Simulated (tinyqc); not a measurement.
Ways to converge the cycle: SCF convergence aids in the sto-6g basis, for BeH, spin multiplicity 2. Computed by the program tinyqc with PySCF. UHF with one setting changed at a time; a run stops when the energy changes by less than 1e-09 hartree and the error matrix is below 1e-5. The start is the core Hamiltonian. Damping d keeps d of the old density; a shift (hartree) raises the virtual levels; DIIS n extrapolates F over n matrices.

Geometry (angstrom):
```
atom       x       y       z
Be    0.0000  0.0000  0.0000
H     0.0000  0.0000  2.0180
```

lowest solution found by these runs and by PySCF with stability checks = -15.009088 hartree

Largest element of the error matrix X^T (FDS - SDF) X:
```
iteration    plain  damping 0.3  damping 0.6  shift 0.4   DIIS 3   DIIS 8
1          1.8e-01      1.8e-01      1.8e-01    1.8e-01  1.8e-01  1.8e-01
2          3.6e-02      6.2e-02      1.3e-01    1.6e-01  3.6e-02  3.6e-02
3          1.3e-02      2.4e-02      8.2e-02    8.0e-02  1.4e-02  1.4e-02
4          1.4e-02      1.5e-02      5.3e-02    4.0e-02  1.4e-02  1.4e-02
5          1.5e-02      1.4e-02      3.6e-02    2.5e-02  1.5e-02  1.5e-02
6          1.5e-02      1.4e-02      2.6e-02    1.9e-02  1.1e-02  2.3e-02
8          1.5e-02      1.5e-02      1.8e-02    1.6e-02  1.8e-02  1.4e-02
10         1.2e-02      1.5e-02      1.6e-02    1.5e-02  1.3e-02  1.5e-02
14         5.9e-03      1.2e-02      1.5e-02    1.3e-02  1.4e-02  9.2e-03
20         1.2e-03      5.5e-03      1.4e-02    7.4e-03  5.6e-04  1.2e-02
30         7.2e-05      9.5e-04      7.8e-03    1.8e-03        -  1.2e-02
45               -      5.3e-05      2.0e-03    1.7e-04        -  1.1e-02
60               -            -      4.3e-04    1.6e-05        -  1.2e-02
```

How each run ends:
```
run          iterations  E (hartree)                                                        state
plain                38    -15.00909                                                 lowest found
damping 0.3          54    -15.00909                                                 lowest found
damping 0.6         >60    -15.00908  falls steadily but slowly, by a factor of about 0.90 a step
shift 0.4           >60    -15.00909  falls steadily but slowly, by a factor of about 0.85 a step
DIIS 3               23    -15.00909                                                 lowest found
DIIS 8              >60    -14.98973                                      wanders without falling
```

What does the comparison show, and why?

3 of 6 runs reach the lowest solution found, in 23 to 54 iterations (fastest: DIIS 3). Not converged: damping 0.6, shift 0.4, DIIS 8. Plain steps already contract here, so damping only slows them. DIIS 3 gains by cancelling the error over several earlier matrices, much as a quasi-Newton step does. DIIS minimises the error, not the energy, so it can stall or settle near a saddle, and its small system turns near-singular when few rotations are active.
